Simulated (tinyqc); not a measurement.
Thermal displacements in the Debye model: Debye-Waller factors, bond-length spread and the Lindemann rule. Changing the temperature T. Computed by tinyqc, a small Python program. Command: `OMP_NUM_THREADS=1 python tinyqc.py 3008121 3008122 out.jsonl debyewaller sweep`. One thread of a shared host (Intel(R) Xeon(R) Processor @ 2.30GHz), about 0.01 s of CPU time with the checks.

A Debye spectrum with three branches of one velocity, cut at k_B Theta; 2 atoms per cube, nearest neighbours at d = 0.866025 a.

Inputs (values chosen for the exercise, modelled on iron):
```
quantity                     value        unit
atomic mass M                55.85           u
Debye temperature Theta        428           K
lattice constant a           2.866    angstrom
gamma-ray energy E            77.3         keV
photoelectron wave number k     13  1/angstrom
```

Structure: bcc.

reflection (h k l): 3  3  2

Constants: hbar^2/u = 4.18015928e-03 eV angstrom^2; k_B = 8.617333262e-05 eV/K; e = 1.602176634e-19 C; u = 1.6605390666e-27 kg; c = 299792458 m/s; hbar = 6.582119569e-16 eV s.

Method:
- <u_x^2> = (3 hbar^2/(2 M k_B Theta)) int_0^1 s coth(s Theta/(2T)) ds (64 Gauss-Legendre points); it tends to 3 hbar^2/(4 M k_B Theta) at T = 0 and to 3 hbar^2 T/(M k_B Theta^2) at high T.
- B = 8 pi^2 <u_x^2>.
- G = 2 pi sqrt(h^2 + k^2 + l^2)/a; the intensity is multiplied by exp(-2W), 2W = G^2 <u_x^2>; the loss goes into thermal diffuse scattering.
- A nucleus of this mass is supposed to emit a gamma ray of the energy chosen: recoil energy E_R = E^2/(2 M c^2), wave number k_g = E/(hbar c), recoil-free fraction f = exp(-k_g^2 <u_x^2>).
- Correlated Debye model: sigma^2 = (3 hbar^2/(M k_B Theta)) int_0^1 s coth(s Theta/(2T)) [1 - sin(s q_D R)/(s q_D R)] ds for two atoms at distance R, q_D = (6 pi^2 n)^(1/3), n atoms per volume; uncorrelated motion would give 2 <u_x^2>.
- An EXAFS amplitude is damped by exp(-2 k^2 sigma^2).

One run for each value; columns: (1) temperature T (K); (2) B factor (angstrom^2); (3) intensity factor exp(-2W); (4) sigma^2 of the nearest bond (angstrom^2); (5) correlation 1 - sigma^2/(2 <u_x^2>); (6) recoil-free fraction f:
```
(1)      (2)      (3)       (4)      (5)         (6)
14   0.12102  0.85039  0.002558  0.16539  9.5174e-02
24   0.12266  0.84852  0.002560  0.17592  9.2187e-02
39   0.12674  0.84390  0.002573  0.19865  8.5163e-02
64   0.13775  0.83154  0.002642  0.24285  6.8753e-02
170  0.22262  0.74221  0.003661  0.35071  1.3211e-02
290  0.34499  0.63002  0.005407  0.38128  1.2246e-03
470  0.53992  0.48527  0.008297  0.39335  2.7713e-05
780  0.88333  0.30638  0.013460  0.39844  3.5000e-08
```

Give the missing row, temperature T (K) = 110.

Computed row; columns: (1) temperature T (K); (2) B factor (angstrom^2); (3) intensity factor exp(-2W); (4) sigma^2 of the nearest bond (angstrom^2); (5) correlation 1 - sigma^2/(2 <u_x^2>); (6) recoil-free fraction f:
```
(1)      (2)      (3)       (4)      (5)         (6)
110  0.16920  0.79725  0.002969  0.30730  3.7311e-02
```

Interpolating between the two neighbouring rows (the first column on a logarithmic scale, the others too where they are positive) misses most in recoil-free fraction f, by 26 %. Over the rows, B factor (angstrom^2) rises from 0.121 to 0.883 (exponent d ln y / d ln x 0.025 between the first rows and 0.97 between the last); intensity factor exp(-2W) falls from 0.850 to 0.306 (exponent d ln y / d ln x -0.0041 between the first rows and -0.91 between the last); sigma^2 of the nearest bond (angstrom^2) rises from 0.00256 to 0.0135 (exponent d ln y / d ln x 0.0014 between the first rows and 0.96 between the last). At the high end the exponent of B factor is 0.97, close to 1: the classical law. At the low end the exponent of B factor is 0.02, close to 0: zero-point motion. ln of the intensity factor is -G^2 <u_x^2>, flat at low T and linear in T at high T. Left out: 1300 (the fraction is vanishingly small).
